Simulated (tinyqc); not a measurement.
Growing the supercell: Koster-Slater impurity in a tight-binding band, by Green functions and by supercells. Computed by tinyqc, a small Python program. Command: `OMP_NUM_THREADS=1 python tinyqc.py 3023663 3023664 out.jsonl kosterslater sweep`. One thread of a shared host (Intel(R) Xeon(R) Processor @ 2.30GHz), about 0.1 s of CPU time with the checks.

One orbital per site, e(k) = -2 t sum cos(k_i) over 3 direction(s), band from -6 t to 6 t, lattice constant 1. One site has the extra energy U. Spin is left out.

Inputs (values chosen for the exercise, for a model band): hopping t = 1.9 eV; impurity potential U = -9.56 eV.

Lattice: simple cubic.

Method:
- Outside the band G0(E) = (1/pi) int_0^pi dk (2/(pi z)) K(16 t^2/z^2), z = E + 2 t cos k, K the complete elliptic integral with parameter m; 200 Gauss-Legendre points.
- A bound state solves 1/U = G0(E).
- Bisection in ln(distance from the edge) between 1e-5 t and |U| + t. Weight on the impurity site: -1/(U^2 dG0/dE), by a central difference with step min(1e-4 t, distance/30). Decay length along an axis: 1/arccosh(1 + distance/(2 t)).
- In a periodic cell of N sites along each direction with Bloch vector K, the level solves 1/U = N^-d sum_k 1/(E - e(k)), k_i = (2 pi m_i + K_i)/N, m_i = 0..N-1; the outermost root on the side of U is taken (bisection). d is the number of directions. Gamma means K_i = 0, the zone corner K_i = pi, the quarter point K_i = pi/2.
- The error is measured against the isolated level E_b.

One run for each value; columns: (1) supercell edge N (sites); (2) error at Gamma (eV); (3) width between Gamma and the corner (eV); (4) level at Gamma (eV); (5) level at the quarter point (eV):
```
(1)         (2)        (3)     (4)     (5)
2    -2.091e+00  4.730e+00  -14.29  -11.94
3    -7.583e-01  1.482e+00  -12.96  -12.15
4    -3.180e-01  5.737e-01  -12.52  -12.19
5    -1.396e-01  2.436e-01  -12.34  -12.20
6    -6.200e-02  1.077e-01  -12.26  -12.20
8    -1.254e-02  2.241e-02  -12.21  -12.20
10   -2.676e-03  4.960e-03  -12.20  -12.20
```

Over the rows, error at Gamma (eV) rises from -2.09 to -0.00268 (exponent d ln y / d ln x -2.5 between the first rows and -6.9 between the last); width between Gamma and the corner (eV) falls from 4.73 to 0.00496 (exponent d ln y / d ln x -2.9 between the first rows and -6.8 between the last); level at Gamma (eV) rises from -14.3 to -12.2 (exponent d ln y / d ln x -0.24 between the first rows and -0.0036 between the last).

Extremes, crossings and ranges named in words are read from the listed rows.
